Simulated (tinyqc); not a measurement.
Millisecond and nanosecond annealing: surface heating, thermal budget and solid-phase regrowth. Changing the preheat temperature T0. Computed by tinyqc, a small Python program. Command: `OMP_NUM_THREADS=1 python tinyqc.py 3000994 3000995 out.jsonl flash sweep`. One thread of a shared host (Intel(R) Xeon(R) Processor @ 2.30GHz), about 0.03 s of CPU time with the checks.

A square pulse heats the surface of a thick wafer with constant thermal properties; losses by radiation are neglected and silicon melts at 1414 C.

Inputs (values chosen for the exercise, modelled on hot silicon with arsenic): incident fluence = 61.2 J/cm^2; pulse length t_p = 0.01 s; reflectance R = 0.46; thermal conductivity k = 0.25 W/(cm K); heat capacity per volume c = 2.15 J/(cm^3 K); wafer thickness d = 775 um; dopant prefactor D0 = 10.4 cm^2/s; dopant activation energy E = 3.97 eV; regrowth prefactor v0 = 5.2e+08 cm/s; regrowth energy E_v = 2.68 eV.

Source: flash lamp.

Constants: k_B = 8.617333262e-05 eV/K.

Method:
- Absorbed flux q = (1 - R) fluence/t_p; kappa = k/c. With f(z, t) = (2 q/k) sqrt(kappa t) ierfc(z/(2 sqrt(kappa t))), ierfc(x) = exp(-x^2)/sqrt(pi) - x erfc(x): T = T0 + f(z, t) during the pulse and T0 + f(z, t) - f(z, t - t_p) after it.
- At the surface the rise at the end of the pulse is 2 q sqrt(t_p/(pi k c)); the fluence that just melts the surface scales with (1414 - T0).
- Temperatures in kelvin are T(C) + 273.15.
- Integrate exp(-E/(k_B T(t))) at the surface from 0 to 10 t_p (Gauss-Legendre, 60 points in sqrt(t) up to t_p and 60 in sqrt(t - t_p) after it). (Dt) = D0 x integral with E; regrowth = v0 x integral with E_v; effective time = integral/exp(-E/(k_B T_peak)).

One run for each value; columns: (1) preheat temperature T0 (C); (2) peak temperature (C); (3) diffusion length 2 sqrt(Dt) (nm); (4) effective time over t_p; (5) fluence at the melting threshold (J/cm^2):
```
(1)     (2)      (3)      (4)     (5)
320   828.6  0.00170  0.09981  131.63
360   868.6  0.00366  0.10717  126.82
400   908.6  0.00749  0.11482  122.01
440   948.6  0.01466  0.12275  117.19
480   988.6  0.02753  0.13099  112.38
520  1028.6  0.04979  0.13955  107.57
560  1068.6  0.08702  0.14843  102.75
600  1108.6  0.14742  0.15766   97.94
640  1148.6  0.24271  0.16727   93.13
```

Over the rows, peak temperature (C) rises from 829 to 1150; diffusion length 2 sqrt(Dt) (nm) rises from 0.00170 to 0.243; effective time over t_p rises from 0.0998 to 0.167. At fixed fluence the rise is fixed, so the peak follows T0 one to one and the diffusion length follows it exponentially.

Caution (all rows): heat reaches the back of the wafer, which is no longer thick. Caution (all rows): equilibrium diffusivities are used; implant damage enhances diffusion, and k and c vary with temperature. Caution (rows 320, 360, 400, 440, 480, 520, 560, 600): a diffusion length below the atomic spacing of 0.235 nm means about one jump per atom or fewer, so the profile does not change measurably.

Extremes, crossings and ranges named in words are read from the listed rows.
